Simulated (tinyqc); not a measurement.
Rate against the binding of B: microkinetic model of a Langmuir-Hinshelwood surface reaction A + (1/2) B2 = AB with Bronsted-Evans-Polanyi barriers. Computed by tinyqc, a small Python program. Command: `OMP_NUM_THREADS=1 python tinyqc.py 3000010 3000011 out.jsonl microkin walk`. One thread of a shared host (Intel(R) Xeon(R) Processor @ 2.30GHz), about 0.01 s of CPU time with the checks.

A adsorbs in equilibrium; B2 dissociates irreversibly on two free sites; adsorbed A and B react irreversibly and AB leaves at once. theta_A + theta_B + theta_* = 1.

Inputs (values chosen for the exercise, for a model catalyst): adsorption energy of A, E_A = -0.91 eV; entropy loss of A, S_A = 1.5 meV/K; entropy loss of B2, S_B = 1.7 meV/K; slope a1 of the dissociation barrier = 0.59; intercept b1 = 1.5 eV; slope a2 of the reaction barrier = 0.44; intercept b2 = 0.26 eV; pressure p_A = 0.61 bar; pressure p_B = 0.13 bar; temperature T = 625 K.

Constants: k_B = 8.617333262e-05 eV/K; hbar = 6.582119569e-16 eV s.

Method. K_A = exp(-(E_A + T S_A)/(k_B T)) per bar; barriers E1 = max(b1 + a1 2 E_B, 0), E2 = b2 - a2 (E_A + E_B); k1 = (k_B T/h) exp(-S_B/k_B) exp(-E1/(k_B T)) per bar, k2 = (k_B T/h) exp(-E2/(k_B T)), h = 2 pi hbar. theta_A = K_A p_A theta_*; 2 k1 p_B theta_*^2 = k2 theta_A theta_B, so theta_B = w theta_* with w = 2 k1 p_B/(k2 K_A p_A); theta_* = 1/(1 + K_A p_A + w); rate r = k2 theta_A theta_B.

Changing E_B at fixed E_A:
```
E_B (eV)  E1 (eV)  E2 (eV)     theta_*     theta_A     theta_B  log10 r
-2.40           0   1.7164  7.5125e-06  2.7502e-06  9.9999e-01  -6.2864
-2.10           0   1.5844  8.7124e-05  3.1895e-05  9.9988e-01  -4.1577
-1.80           0   1.4524  1.0092e-03  3.6946e-04  9.9862e-01  -2.0300
-1.50           0   1.3204  1.1537e-02  4.2235e-03  9.8424e-01   0.0862
-1.25       0.025   1.2104  1.2015e-01  4.3985e-02  8.3587e-01   1.9199
-1.00       0.320   1.1004  7.3000e-01  2.6724e-01  2.7540e-03   1.1083
-0.75       0.615   0.9904  7.3202e-01  2.6798e-01  1.4976e-06  -1.2680
-0.50       0.910   0.8804  7.3202e-01  2.6798e-01  8.1210e-10  -3.6468
-0.25       1.205   0.7704  7.3202e-01  2.6798e-01  4.4039e-13  -6.0256
0.00        1.500   0.6604  7.3202e-01  2.6798e-01  2.3881e-16  -8.4044
```

What does the comparison show, and why?

The rate is highest at E_B = -1.25 eV among these rows, where theta_B = 0.84. On the weak-binding side log10 r falls by 9.5 per eV, from the dissociation barrier (2 a1/(k_B T ln 10) = 9.5). On the strong-binding side B fills the surface and the rate falls again: the Sabatier volcano.

Extremes, crossings and ranges named in words are read from the listed rows.
